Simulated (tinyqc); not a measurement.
Front-illuminated p-i-n photodiode, quantum efficiency and bandwidth: one step of the calculation.

Light enters through a p layer (0 to xp), a depleted layer (xp to xp + wi) and a thick n substrate, decaying as exp(-al x); one pass, no back reflection. Carriers made in the depleted layer are all collected; those in the neutral layers diffuse.

Task. Quantum efficiency. k = al Ln, s = S Ln/Dn, e = exp(-al xp); front layer f1 = (k/(k^2 - 1)) {[s + k - e (s cosh(xp/Ln) + sinh(xp/Ln))]/[s sinh(xp/Ln) + cosh(xp/Ln)] - k e}; depleted layer f2 = e (1 - exp(-al wi)); substrate f3 = e exp(-al wi) al Lp/(1 + al Lp); external efficiency (1 - Rf)(f1 + f2 + f3); responsivity = efficiency q lam/(h c).

Inputs (values chosen for the exercise); values close to those of gallium arsenide at this wavelength:
- lam = 850 nm (wavelength)
- al = 9970 1/cm (absorption coefficient)
- Rf = 0.1 (reflectance of the front face)
- xp = 0.22 um (thickness of the front p layer)
- wi = 0.83 um (thickness of the depleted layer)
- Dn = 59 cm^2/s (electron diffusion coefficient in the p layer)
- Ln = 4 um (electron diffusion length in the p layer)
- S = 5e6 cm/s (recombination velocity of the front surface)
- Lp = 3.7 um (hole diffusion length in the thick n substrate)

Constants: q = 1.602176634e-19 C, h = 6.62607015e-34 J s, c = 299792458 m/s. Results are converted to the units shown.

Wanted: s; f1; f2; f3; external efficiency; responsivity.

Result.

s = 33.90
f1 = 0.1304
f2 = 0.4520
f3 = 0.2762
external efficiency = 0.7728
responsivity = 0.5298 A/W

The front layer absorbs 19.7 % of the light that enters and collects 66.2 % of that. Diffusion from the neutral layers makes up 47.4 % of the current.

tinyqc, about 0.01 s, one thread, Intel Xeon 2.30GHz (shared host): `OMP_NUM_THREADS=1 python tinyqc.py 2250047 2250048 out.jsonl`
